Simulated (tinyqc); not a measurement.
# Worked calculation: p-n diode, drift-diffusion by the Gummel loop with Scharfetter-Gummel fluxes

Numbers from tinyqc (`OMP_NUM_THREADS=1 python tinyqc.py 2240142 2240143 out.jsonl`; about 0.2 s on one thread of a shared Intel Xeon 2.30GHz). Printed values are rounded.

Abrupt junction at x = 0, p side from -Lp, n side to Ln, ohmic contacts. psi is counted from the intrinsic level; n = ni exp((psi - phin)/Vt), p = ni exp((phip - psi)/Vt). Contacts: p side psi = V - Vt ln(Na/ni), p = Na, n = ni^2/Na; n side psi = Vt ln(Nd/ni), n = Nd, p = ni^2/Nd. Constant mobilities, D = mu Vt, Boltzmann statistics, SRH recombination through a mid-gap level, U = (n p - ni^2)/(tp (n + ni) + tn (p + ni)). Current is positive from the p contact to the n contact.

Inputs (values chosen for the exercise); band and dielectric values close to those of gallium arsenide: temperature T = 275 K; band gap Eg = 1.4 eV; relative permittivity eps_r = 13.1; conduction-band density of states at T Nc = 3.85e17 cm^-3; valence-band density of states at T Nv = 7.93e18 cm^-3; acceptor density of the p side Na = 1.8e17 cm^-3; donor density of the n side Nd = 4e16 cm^-3; electron mobility mun = 3700 cm^2/(V s); hole mobility mup = 280 cm^2/(V s); SRH lifetime of electrons tn = 5e-7 s; SRH lifetime of holes tp = 3e-10 s; uniform generation rate G = 0 cm^-3 s^-1; bias of the p contact V = 0.86 V.

Constants: q = 1.602176634e-19 C, kB = 1.380649e-23 J/K, Vt = kB T/q, eps0 = 8.8541878128e-14 F/cm where lengths are in cm. Results are converted to the units shown.

## Intrinsic density and built-in voltage

ni = sqrt(Nc Nv) exp(-Eg/(2 Vt)), Eg in volts; Vbi = Vt ln(Na Nd/ni^2).

ni = 2.593228e5 cm^-3
Vbi = 1.256633 V

## Round 1: Poisson equation

x, node 0 to 12 (nm): [-890, -488, -259, -128, -54.2, -12, 12, 68.1, 199, 505, 1220, 2890, 6800]
phin at the start, node 0 to 12 (V): [0.86, 0, 0, 0, 0, 0, 0, 0, 0, 0, 0, 0, 0]
phip at the start, node 0 to 12 (V): [0.86, 0.86, 0.86, 0.86, 0.86, 0.86, 0.86, 0.86, 0.86, 0.86, 0.86, 0.86, 0]

With phin and phip held, solve a_i (psi_(i+1) - psi_i) - a_(i-1) (psi_i - psi_(i-1)) + q w_i (p_i - n_i + C_i) = 0 for the inner nodes by Newton steps to convergence; a_i = eps0 eps_r/h_i, h_i = x_(i+1) - x_i, w_i = (h_(i-1) + h_i)/2, C = -Na or +Nd.

psi, node 0 to 12 (V): [0.2138617, 0.2138617, 0.2138617, 0.2138731, 0.2147806, 0.2384451, 0.3794230, 0.5843088, 0.6101076, 0.6104941, 0.6104952, 0.6104952, 0.6104952]
n after Poisson, node 0 to 12 (cm^-3): [3.736017e-7, 2.153623e9, 2.153627e9, 2.154656e9, 2.238771e9, 6.077094e9, 2.329830e12, 1.324816e16, 3.935104e16, 3.999822e16, 4.000001e16, 4.000001e16, 4e16]
p after Poisson, node 0 to 12 (cm^-3): [1.8e17, 1.800000e17, 1.799997e17, 1.799137e17, 1.731540e17, 6.378906e16, 1.663865e14, 2.926083e10, 9.851129e9, 9.691735e9, 9.691302e9, 9.691302e9, 1.681208e-6]

## Round 1: electron continuity

With psi and p held, F_i = (mun Vt/h_i) [n_(i+1) B(d_i) - n_i B(-d_i)], d_i = (psi_(i+1) - psi_i)/Vt, B(d) = d/(exp(d) - 1); solve F_i - F_(i-1) = w_i [(n_i p_i - ni^2)/den_i - G] for the new n, with den = tp (n + ni) + tn (p + ni) taken at the old n and p, h_i = x_(i+1) - x_i, w_i = (h_(i-1) + h_i)/2; phin = psi - Vt ln(n/ni).

new n, node 0 to 12 (cm^-3): [3.736017e-7, 1.004976e9, 1.577481e9, 1.905823e9, 2.168311e9, 6.066975e9, 2.329807e12, 1.324812e16, 3.935094e16, 3.999812e16, 3.999991e16, 3.999993e16, 4e16]
phin after round 1, node 0 to 12 (V): [0.8600000, 0.0180621, 0.0073777, 0.0029081, 0.0007578, 0.0000395, 0.0000002, 0.0000001, 0.0000001, 0.0000001, 0.0000001, 0.0000000, 0.0000000]

## Round 1: hole continuity

With psi and the new n held, F_i = (mup Vt/h_i) [p_(i+1) B(-d_i) - p_i B(d_i)], d_i = (psi_(i+1) - psi_i)/Vt, B(d) = d/(exp(d) - 1); solve F_i - F_(i-1) = w_i [(n_i p_i - ni^2)/den_i - G] for the new p, with den = tp (n + ni) + tn (p + ni) taken at the new n and the old p, h_i = x_(i+1) - x_i, w_i = (h_(i-1) + h_i)/2; phip = psi + Vt ln(p/ni).

new p, node 0 to 12 (cm^-3): [1.8e17, 1.800000e17, 1.799996e17, 1.799136e17, 1.731540e17, 6.378905e16, 1.663863e14, 2.902692e10, 7.980511e9, 3.689577e9, 6.481325e8, 2.610897e7, 1.681208e-6]
phip after round 1, node 0 to 12 (V): [0.8600000, 0.8600000, 0.8600000, 0.8600000, 0.8600000, 0.8600000, 0.8600000, 0.8598098, 0.8550097, 0.8371137, 0.7959004, 0.7197879, 0.0000000]

## Course of the Gummel loop

Stop when phin and phip change by less than 1e-8 V, or after 80 rounds. J = Jn at the p contact + Jp at the n contact + q sum w_i U_i - q G sum w_i over the inner nodes, which avoids differences of large majority fluxes: Jn = (q mun Vt/h_0)[n_1 B(d_0) - n_0 B(-d_0)], Jp = (q mup Vt/h_last)[p_(N-1) B(d_last) - p_N B(-d_last)], d_i = (psi_(i+1) - psi_i)/Vt, B(d) = d/(exp(d) - 1), w_i = (h_(i-1) + h_i)/2.

Course of the iteration:
```
round   J (A/cm^2)  largest change of phin, phip (V)
1      7.375241e-4                             0.140
2      7.374907e-4                           1.85e-5
3      7.374913e-4                           2.54e-9
```

Converged in 3 rounds.

## Recombination and current

converged psi, node 0 to 12 (V): [0.2138617, 0.2138617, 0.2138617, 0.2138731, 0.2147806, 0.2384451, 0.3794230, 0.5843088, 0.6101076, 0.6104941, 0.6104952, 0.6104952, 0.6104952]
converged n, node 0 to 12 (cm^-3): [3.736017e-7, 1.004978e9, 1.577484e9, 1.905827e9, 2.168315e9, 6.066985e9, 2.329811e12, 1.324816e16, 3.935104e16, 3.999821e16, 4.000000e16, 4.000000e16, 4e16]
converged p, node 0 to 12 (cm^-3): [1.8e17, 1.800000e17, 1.799997e17, 1.799137e17, 1.731540e17, 6.378906e16, 1.663863e14, 2.902689e10, 7.980376e9, 3.689141e9, 6.478715e8, 2.608856e7, 1.681208e-6]

U_i as defined. J = Jn at the p contact + Jp at the n contact + q sum w_i U_i - q G sum w_i over the inner nodes, which avoids differences of large majority fluxes: Jn = (q mun Vt/h_0)[n_1 B(d_0) - n_0 B(-d_0)], Jp = (q mup Vt/h_last)[p_(N-1) B(d_last) - p_N B(-d_last)], d_i = (psi_(i+1) - psi_i)/Vt, B(d) = d/(exp(d) - 1), w_i = (h_(i-1) + h_i)/2.

U, node 0 to 12 (cm^-3 s^-1): [0, 2.009955e15, 3.154968e15, 3.811653e15, 4.336630e15, 1.213397e16, 4.659584e18, 9.640426e19, 2.659226e19, 1.229525e19, 2.159513e18, 8.696178e16, 0]
Jn at the p contact = 3.511948e-4 A/cm^2
Jp at the n contact = 7.093287e-8 A/cm^2
recombination = 3.862256e-4 A/cm^2
generation = 0 A/cm^2
J = 7.374913e-4 A/cm^2

A 500-node mesh gives J = 9.543e-4 A/cm^2; this mesh differs from it by -2.2e-4 A/cm^2 (-23 %).
